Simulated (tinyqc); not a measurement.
Tersoff bond-order potential: one step, computed by the program tinyqc. Command: `OMP_NUM_THREADS=1 python tinyqc.py 3005841 3005842 out.jsonl tersoff walk`. One thread of a shared host (Intel(R) Xeon(R) Processor @ 2.30GHz), about 0.01 s of CPU time with the checks.

E = (1/2) sum_(i, j != i) [A exp(-lambda r_ij) - b_ij B exp(-mu r_ij)], b_ij = (1 + (beta zeta_ij)^n)^(-1/(2n)), zeta_ij = sum_(k != i, j) g(theta_ijk), g = 1 + c^2/d^2 - c^2/(d^2 + (h - cos theta)^2), with theta at atom i. Only nearest neighbours count (cut-off function 1 for them, 0 beyond).

Problem. Unrelaxed vacancy. Each of the four neighbours loses one bond; its three other bonds now have zeta = 2 g, for the direction that starts at it. E_v = -E + 12 x (1/2)(b(3g) - b(2g)) B exp(-mu r), where -E is the pair-like cost.

Inputs (values chosen for the exercise, modelled on silicon):
```
quantity,value,unit
B,474.81,eV
mu,1.7322,1/angstrom
beta,1.12e-06,-
n,0.7868,-
```

zeta = 33445.39

energy per atom of the diamond lattice = -4.698583 eV

bond order b = 0.9548261

bond length = 2.345920 angstrom

Give: b(2g); unrelaxed vacancy energy E_v.

Solution.

b(2g) = 0.96664

unrelaxed vacancy energy E_v = 4.1202 eV

Stronger back bonds return 0.578 eV, so E_v is 88 % of the cohesive energy.
